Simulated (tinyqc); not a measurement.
Stretching all distances: RHF, UHF, MP2, CISD and CCSD against full CI in the sto-6g basis, for BeH2, spin multiplicity 1. Computed by the program tinyqc with PySCF. All coordinates are multiplied by the scale. c0^2 is the weight of the RHF determinant in the lowest singlet FCI state (UHF is spin-contaminated and may lie near states of higher spin) and n(LUMO) the first natural occupation beyond the occupied space.

Geometry (angstrom):

| atom | x | y | z |
|---|---|---|---|
| Be | 0.0000 | 0.0000 | 0.0000 |
| H | 0.0000 | 1.2450 | 0.0000 |
| H | 0.0000 | -1.2450 | 0.0000 |

Full CI energy (hartree) and errors against it (kcal/mol):

| scale | distance 1-2 (angstrom) | E(FCI) | RHF | UHF | MP2 | CISD | CCSD | <S^2> UHF | c0^2 | n(LUMO) |
|---|---|---|---|---|---|---|---|---|---|---|
| 0.940 | 1.170 | -15.74263 | 18.436 | 18.436 | 5.765 | 0.329 | 0.186 | 0.000 | 0.979 | 0.019 |
| 1.090 | 1.357 | -15.75827 | 22.838 | 22.838 | 7.760 | 0.508 | 0.257 | 0.000 | 0.971 | 0.031 |
| 1.250 | 1.556 | -15.72757 | 29.966 | 29.966 | 11.171 | 0.932 | 0.423 | 0.000 | 0.954 | 0.052 |
| 1.400 | 1.743 | -15.67989 | 39.357 | 39.357 | 15.894 | 1.750 | 0.746 | 0.000 | 0.928 | 0.087 |
| 1.550 | 1.930 | -15.62765 | 51.964 | 50.193 | 22.515 | 3.328 | 1.388 | 0.331 | 0.885 | 0.145 |
| 1.700 | 2.116 | -15.57915 | 68.481 | 47.941 | 31.534 | 6.172 | 2.585 | 0.906 | 0.817 | 0.242 |
| 1.860 | 2.316 | -15.53806 | 91.312 | 38.542 | 44.469 | 11.020 | 4.435 | 1.182 | 0.702 | 0.413 |
| 2.010 | 2.502 | -15.51363 | 118.173 | 31.523 | 59.948 | 16.073 | 5.067 | 1.284 | 0.548 | 0.635 |

What does the comparison show, and why?

UHF parts from RHF first at scale 1.55 of those listed, where <S^2> leaves zero. The weight c0^2 goes from 0.98 to 0.55 and n(LUMO) from 0.02 to 0.63: static correlation grows as the bonds break into open-shell fragments. The spread of the error along the curve, which distorts its shape, is CCSD 4.9, CISD 15.7, UHF 31.8, MP2 54.2, RHF 99.7 kcal/mol. The table stops here: at scale 2.16 and beyond, the reference weight falls under 0.45 or RHF, UHF or CCSD hop between solutions, so those rows were left out and the spreads given cover only the rows shown. As computed, partly on other solutions, the errors there reach in size RHF 149, UHF 29, MP2 76, CISD 18, CCSD 4 kcal/mol.
